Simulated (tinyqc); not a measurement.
Inside a calculation: virtual-crystal alloy A(1-x)B(x) in sp3s* tight binding. Values are carried at full precision from step to step, so a last printed digit may differ when a step is redone from the rounded ones.

Virtual crystal: a(x) = (1 - x) aA + x aB (Vegard); the six levels are averaged linearly; the seven couplings follow Harrison's rule, V(x) a(x)^2 = (1 - x) V_A aA^2 + x V_B aB^2. No spin-orbit coupling and no disorder. Gaps are measured from the top of the valence band at Gamma; the Delta value is the minimum on (kx,0,0) for kx from 0.5 to 1.

Parameters, chosen for this exercise (A near a published set for Ge, B for Si; such sets place X and L only to about 0.5 eV; not measured data):
```
symbol  value                                                                                         unit      meaning
aA      5.655                                                                                         angstrom  lattice constant of A
aB      5.427                                                                                         angstrom  of B
pA      (-5.88, 1.616, -5.88, 1.616, 6.381, 6.381, -6.755, 1.609, 4.899, 5.473, 5.473, 5.215, 5.215)  eV        order Esa, Epa, Esc, Epc, Exa, Exc, Vss, Vxx, Vxy, Vsapc, Vscpa, Vxapc, Vpaxc
pB      (-4.203, 1.718, -4.203, 1.718, 6.672, 6.672, -8.3, 1.716, 4.565, 5.73, 5.73, 5.391, 5.391)    eV        the same for B
x       0.17                                                                                                    fraction of B
```

## Parameters of the alloy

Form a(x) and the thirteen parameters.

a(x) = 5.6162 angstrom

parameters (eV): Esa -5.5949, Epa 1.6333, Esc -5.5949, Epc 1.6333, Exa 6.4305, Exc 6.4305, Vss -7.0018, Vxx 1.6264, Vxy 4.8471, Vsapc 5.5151, Vscpa 5.5151, Vxapc 5.2442, Vpaxc 5.2442

Against a plain linear average the 1/a^2 rule changes Vss by +15.8 meV and Vxy by +4.9 meV.

## Levels at Gamma

The parameters stand in the order Esa, Epa, Esc, Epc, Exa, Exc, Vss, Vxx, Vxy, Vsapc, Vscpa, Vxapc, Vpaxc. At k = 0 the s levels are the roots of [[Esa, Vss], [Vss, Esc]] and the p levels those of [[Epa, Vxx], [Vxx, Epc]]; the direct gap runs from the lower p root to the lower of the two upper roots.

s roots (eV): -12.5967  1.4069

p roots (eV): 0.0070  3.2597

direct gap = 1.3999 eV

The lowest empty level at Gamma is s-like.

## The Hamiltonian at X

sp3s* tight binding, nearest neighbours only: anion (a) at 0, cation (c) at a/4 (1,1,1), orbitals s, px, py, pz, s* on each; k in units of 2 pi/a. With phases e_j = exp(i (pi/2) k.n_j) for n = (1,1,1), (1,-1,-1), (-1,1,-1), (-1,-1,1): g0 = (e1+e2+e3+e4)/4, g1 = (e1+e2-e3-e4)/4, g2 = (e1-e2+e3-e4)/4, g3 = (e1-e2-e3+e4)/4. The diagonal holds the levels Esa, Epa, Exa (s*) and Esc, Epc, Exc. Anion-cation block: <sa|sc> = Vss g0; <sa|xc> = Vsapc g1; <xa|sc> = -Vscpa g1; <xa|xc> = Vxx g0; <xa|yc> = <ya|xc> = Vxy g3, <xa|zc> = <za|xc> = Vxy g2, <ya|zc> = <za|yc> = Vxy g1; <s*a|xc> = Vxapc g1; <xa|s*c> = -Vpaxc g1; y and z take g2 and g3 in place of g1; s-s* and s*-s* vanish.

k = (1,0,0); parameters in the order Esa, Epa, Esc, Epc, Exa, Exc, Vss, Vxx, Vxy, Vsapc, Vscpa, Vxapc, Vpaxc.

g0, g1, g2, g3: 0.0000  1.0000i  0.0000  0.0000

H (eV):
```
,sa,xa,ya,za,s*a,sc,xc,yc,zc,s*c
sa,-5.5949,0,0,0,0,0,5.5151i,0,0,0
xa,0,1.6333,0,0,0,-5.5151i,0,0,0,-5.2442i
ya,0,0,1.6333,0,0,0,0,0,4.8471i,0
za,0,0,0,1.6333,0,0,0,4.8471i,0,0
s*a,0,0,0,0,6.4305,0,5.2442i,0,0,0
sc,0,5.5151i,0,0,0,-5.5949,0,0,0,0
xc,-5.5151i,0,0,0,-5.2442i,0,1.6333,0,0,0
yc,0,0,0,-4.8471i,0,0,0,1.6333,0,0
zc,0,0,-4.8471i,0,0,0,0,0,1.6333,0
s*c,0,5.2442i,0,0,0,0,0,0,0,6.4305
```

## Levels at X

Diagonalise H; four bands are filled. The top of the valence band is the lower p root at Gamma.

levels (eV): -9.0219  -9.0219  -3.2138  -3.2138  1.0687  1.0687  6.4805  6.4805  10.4221  10.4221

gap from the valence top to X = 1.0617 eV

## The three valleys

The same at Gamma, along Delta and at L.

gaps (eV): Gamma 1.3999, Delta 0.8540, L 1.0360

position of the Delta minimum = 0.794 2 pi/a

In this model the alloy is indirect, with its lowest valley at the Delta line and the next 182 meV above. So small a spacing lies within the error of the model, so its order says little about the real alloy. The bowing from disorder and bond relaxation, left out here, lowers real gaps, by tenths of an eV in badly matched pairs.

## Checks

- Direct gap from the blocks against the full matrix: both 1.39993.

Program tinyqc; command `OMP_NUM_THREADS=1 python tinyqc.py 1451630 1451631 out.jsonl`; about 0.1 s on one thread of a shared Intel(R) Xeon(R) Processor @ 2.30GHz.
